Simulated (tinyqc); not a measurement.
Configuration-coordinate model of a defect: Huang-Rhys factor and luminescence line shape: one step, computed by the program tinyqc. Command: `OMP_NUM_THREADS=1 python tinyqc.py 3025939 3025940 out.jsonl ccline walk`. One thread of a shared host (Intel(R) Xeon(R) Processor @ 2.30GHz), about 0.01 s of CPU time with the checks.

Ground state E_g(Q) = (1/2) omega_g^2 Q^2; excited state E_e(Q) = E_0 + (1/2) omega_e^2 (Q - dQ)^2 with omega_e = omega_g and E_0 = E_ZPL. Q is mass-weighted; the dipole does not depend on Q (Condon approximation).

Task: Huang-Rhys factors and vertical energies. S = hbar omega dQ^2/(2 hbar^2/u) for each state; relaxation energy S hbar omega; absorption at E_0 + S_e hbar omega_e, emission at E_0 - S_g hbar omega_g; the Stokes shift is their difference.

Inputs (values chosen for the exercise, for a model defect): zero-phonon energy E_ZPL = 0.839 eV; displacement dQ = 1.63 u^(1/2) angstrom; ground-state phonon hbar omega_g = 33.7 meV.

Modes: equal frequencies in both states.

Constants: hbar^2/u = 4.18015928e-03 eV angstrom^2.

Give: S_g; S_e; relaxation energy, ground state; relaxation energy, excited state; vertical absorption energy; vertical emission energy; Stokes shift.

Result:

S_g = 10.710

S_e = 10.710

relaxation energy, ground state = 0.36092 eV

relaxation energy, excited state = 0.36092 eV

vertical absorption energy = 1.1999 eV

vertical emission energy = 0.47808 eV

Stokes shift = 0.72184 eV

The coupling is strong: a broad band, with almost no zero-phonon line.
